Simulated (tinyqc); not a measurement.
Velocity overshoot from momentum and energy balance equations after a field step. From steady velocity back to saturation velocity v_s. Computed by tinyqc, a small Python program. Command: `OMP_NUM_THREADS=1 python tinyqc.py 3031685 3031686 out.jsonl overshoot inv`. One thread of a shared host (Intel(R) Xeon(R) Processor @ 2.30GHz), about 0.04 s of CPU time with the checks.

At t = 0 the field jumps from 0 to F in a uniform sample. v is the drift velocity and u = w - (3/2) k_B T the excess energy per carrier.

Inputs (values chosen for the exercise, modelled on holes in silicon except for tau_E):

| quantity | value | unit |
|---|---|---|
| effective mass m | 0.4 | m_0 |
| low-field mobility mu_0 | 450 | cm^2/(V s) |
| energy relaxation time tau_E | 0.18 | ps |
| field after the step F | 35 | kV/cm |
| lattice temperature T | 300 | K |

Scheme: explicit Euler.

Constants: m_0 = 9.1093837015e-31 kg; e = 1.602176634e-19 C; k_B = 8.617333262e-05 eV/K.

Method. dv/dt = e F/m - v/tau_m(u), du/dt = e F v - u/tau_E, tau_m(u) = tau_0/(1 + c u), tau_0 = m mu_0/e, c = mu_0/(e tau_E v_s^2); this choice gives the steady state v (1 + mu_0 F v/v_s^2) = mu_0 F, which saturates at v_s. Steady velocity v = 2 mu_0 F/(1 + sqrt(1 + 4 (mu_0 F/v_s)^2)); u = e F v tau_E; carrier temperature T + 2u/(3 k_B), neglecting the drift energy m v^2/2.

Question. A run gave the result below. Find the saturation velocity v_s, known to lie between 0.4 and 1.5 1e7 cm/s.

steady velocity = 0.6162206 1e7 cm/s

Answer.

Each step takes the trial c = (a f_b - b f_a)/(f_b - f_a), f being the result less the target and a, b, c the logarithms of the listed values; c replaces end b, the old b replaces a if the sign of f changed, and otherwise f_a is halved.

Scan of the range:

| saturation velocity v_s (1e7 cm/s) | steady velocity (1e7 cm/s) |
|---|---|
| 0.400 | 0.352418 |
| 0.499 | 0.426174 |
| 0.621 | 0.510527 |
| 0.775 | 0.607437 |
| 0.965 | 0.713640 |
| 1.200 | 0.826983 |
| 1.500 | 0.947100 |

False position (Illinois rule, in the logarithm of the input) inside the bracket:

| step | end a | end b | trial | steady velocity (1e7 cm/s) |
|---|---|---|---|---|
| 1 | 0.775000 | 0.965000 | 0.789183 | 0.615856 |
| 2 | 0.965000 | 0.789183 | 0.789775 | 0.616206 |
| 3 | 0.965000 | 0.789775 | 0.789823 | 0.616234 |
| 4 | 0.789775 | 0.789823 | 0.789800 | 0.616221 |

Steady velocity rises at every point of a 13-point scan of the range (every second point is shown), so one value fits; it is bracketed by 0.775 and 0.965. Answer: saturation velocity v_s = 0.7898 1e7 cm/s.
